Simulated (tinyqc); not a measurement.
Inside a calculation: Wannier function of the lower band of a two-orbital chain. Values are carried at full precision from step to step, so a last printed digit may differ when a step is redone from the rounded ones.

H(k) = [[-d/2 - 2 ta cos k, -t1 - t2 exp(-ik)], [-t1 - t2 exp(ik), d/2 - 2 tb cos k]], k in 1/a, Bloch sums with exp(ikR) and without the positions inside the cell. Mesh k_j = 2 pi j/N. Projection gauge: each lower eigenvector u is multiplied by the phase that makes <trial|u> real and positive (the one-band case of Loewdin orthogonalisation). Wannier amplitudes w(R) = (1/N) sum_k exp(ikR) u(k); hoppings H(R) = (1/N) sum_k exp(-ikR) E(k).

Values chosen for the exercise:

| symbol | value | unit | meaning |
|---|---|---|---|
| d | 1.17 | eV | A at -d/2, B at +d/2 |
| t1 | 1.12 | eV | A-B in the cell |
| t2 | 1.5 | eV | B to A of the next cell |
| ta | -0.22 | eV | A-A between cells |
| tb | -0.19 | eV | B-B between cells |
| N | 6 |  | k points |
| th | 45 | degrees | trial orbital cos(th) A + sin(th) B in cell 0 |
| xb | 0.4 | a | position of B (A at 0) |
| a | 4.6 | angstrom | period |
| kq | 2.45 | 1/a | point off the mesh |

## Bloch states in the projection gauge

Diagonalise at each mesh point and fix the phase.

Mesh:

| j | E lower (eV) | E upper (eV) | u_A | u_B | \|<trial\|u>\| |
|---|---|---|---|---|---|
| 0 | -2.2681 | 3.0881 | 0.77693 | 0.62959 | 0.9946 |
| 1 | -2.1422 | 2.5522 | 0.76079-0.20645i | 0.57962+0.20645i | 0.9478 |
| 2 | -1.6830 | 1.2730 | 0.74062-0.39302i | 0.37757+0.39302i | 0.7907 |
| 3 | -1.1329 | 0.3129 | 0.96195 | -0.27322 | 0.4870 |
| 4 | -1.6830 | 1.2730 | 0.74062+0.39302i | 0.37757-0.39302i | 0.7907 |
| 5 | -2.1422 | 2.5522 | 0.76079+0.20645i | 0.57962-0.20645i | 0.9478 |

The projection is smallest at j = 3 (0.4870); the gauge is smooth as long as it stays away from zero.

## The Wannier function

w(R) = (1/N) sum_j exp(2 pi i j R/N) u_j, for the N cells nearest the origin; it is real.

Amplitudes:

| R | on A | on B |
|---|---|---|
| -2 | 0.0934 | -0.1540 |
| -1 | -0.2005 | 0.3572 |
| 0 | 0.7903 | 0.3785 |
| 1 | 0.1456 | 0.0111 |
| 2 | -0.0143 | -0.0463 |
| 3 | -0.0376 | 0.0831 |

norm = 1.0000

Cell 0 holds 76.8 % of the weight.

## Centre and spread in real space

Point-like orbitals at R (A) and R + xb (B): centre <x>, spread <x^2> - <x>^2.

centre in units of a = -0.060
centre in angstrom = -0.277
spread = 6.945 angstrom^2

## The same from overlaps (Marzari-Vanderbilt)

b = 2 pi/N; M_j = u_j^+ diag(1, exp(-i b xb)) u_(j+1), with u_N = u_0. Centre = -(1/2 pi) sum arg M_j; gauge-invariant part Omega_I = (1/(N b^2)) sum (1 - |M_j|^2); gauge-dependent part Omega_D = (1/(N b^2)) sum (arg M_j + b centre)^2.

Overlaps:

| j | \|M_j\| | arg M_j (rad) |
|---|---|---|
| 0 | 0.9956 | -0.1921 |
| 1 | 0.9883 | -0.1332 |
| 2 | 0.8406 | 0.6642 |
| 3 | 0.8406 | 0.6642 |
| 4 | 0.9883 | -0.1332 |
| 5 | 0.9956 | -0.1921 |

centre from overlaps = -0.108 a
Omega_I = 0.0989 a^2
Omega_D = 0.1391 a^2

The centre is the Berry phase over 2 pi and does not depend on the trial orbital (modulo a). Omega_D is 58.4 % of the total; in one dimension a gauge that spreads the phase evenly removes it. The total is 0.2380 a^2, against 0.3981 a^2 (centre -0.114 a) in real space on 96 cells. The overlaps are finite differences in k, which are coarse on this mesh, and the function does not fit into N cells.

## Hoppings and interpolation

H(R) = (1/N) sum_j E_j cos(2 pi j R/N) for R = 0 to N/2. Interpolation: E(k) = H(0) + 2 sum H(R) cos(kR), the term R = N/2 of an even mesh counted once.

H(0), H(1), ... (eV): -1.8419  -0.2657  0.0707  -0.0361

interpolated E(kq) = -1.4236 eV

The exact value is -1.4499 eV; the interpolation is off by +26.3 meV. Though the chain has short hoppings, the single band has longer ones, made by paths through the other orbital, which the tails of the Wannier function carry.

## Checks

- Centre from overlaps against the real-space centre on 200 points: both -0.1139.
- Omega_I + Omega_D against the real-space spread on 200 points: both 0.398.

Program tinyqc; command `OMP_NUM_THREADS=1 python tinyqc.py 1481909 1481910 out.jsonl`; about 0.1 s on one thread of a shared Intel(R) Xeon(R) Processor @ 2.30GHz.
